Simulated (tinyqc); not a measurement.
One-sided p+-n junction, ionisation integral and breakdown: multiplication against voltage.

A p+ layer at x < 0 and an n drift layer from x = 0. Depletion approximation, built-in voltage neglected. Local ionisation coefficients alpha_n = an exp(-(bn/E)^mx), alpha_p = ap exp(-(bp/E)^mx). Electrons move towards +x, holes towards x = 0.

W = sqrt(2 eps0 eps_r V/(q N)), peak field E0 = q N W/(eps0 eps_r), falling linearly to 0 at W. G(x) = integral from 0 to x of (alpha_n - alpha_p); I_n = integral of alpha_n exp(-G) (electrons injected at x = 0), I_p = integral of alpha_p exp(G(end) - G) (holes injected at the far edge); M = 1/(1 - I). Integrals on a fine grid; BV is where I_n = 1. Here BV = 1645.14 V; the Miller exponent is n = ln(1 - 1/M)/ln(V/BV).

Values chosen for this exercise; material values close to those of 4H silicon carbide:
- eps_r = 9.68 (relative permittivity)
- an = 1.85e8 1/cm (prefactor of the electron ionisation coefficient)
- bn = 3.38e7 V/cm (field constant for electrons)
- ap = 3.24e8 1/cm (prefactor of the hole ionisation coefficient)
- bp = 2.56e7 V/cm (field constant for holes)
- mx = 1 (exponent)
- N = 1.3e16 cm^-3 (donor density of the drift layer)

Constants: q = 1.602176634e-19 C, eps0 = 8.8541878128e-14 F/cm where lengths are in cm. Results are converted to the units shown.

Result of one run:
```
E0 (kV/cm)	I_n	I_p	M_n	M_p	Miller n, electrons	Miller n, holes
2.62e3	0.0768	0.826	1.08	5.73	16.6	1.24
```

Which reverse voltage V gave this result: 658, 823, 1150, 1410 or 1510 V?

V = 1410 V.

The whole series:
```
V (V)	E0 (kV/cm)	I_n	I_p	M_n	M_p	Miller n, electrons	Miller n, holes
658	1.79e3	4.06e-5	0.00889	1.00	1.01	11.0	5.15
823	2.00e3	3.79e-4	0.0489	1.00	1.05	11.4	4.36
987	2.19e3	0.00207	0.165	1.00	1.20	12.1	3.52
1150	2.36e3	0.00858	0.390	1.01	1.64	13.3	2.63
1320	2.53e3	0.0350	0.689	1.04	3.21	15.2	1.69
1410	2.62e3	0.0768	0.826	1.08	5.73	16.6	1.24
1510	2.71e3	0.203	0.932	1.25	14.7	18.6	0.821
1580	2.77e3	0.441	0.976	1.79	42.4	20.3	0.590
1620	2.81e3	0.720	0.993	3.57	135	21.3	0.484
```

M_n rises from 1.000 to 3.57 and M_p from 1.009 to 135; both diverge at BV. The Miller exponent for electrons rises from 11.0 to 21.3 and that for holes falls from 5.15 to 0.484, so one exponent describes neither over the whole range. The larger multiplication belongs to holes, whose coefficient at the peak field of the last row is 32.5 times the other.

tinyqc, about 0.07 s, one thread, Intel Xeon 2.30GHz (shared host): `OMP_NUM_THREADS=1 python tinyqc.py 2120128 2120129 out.jsonl`
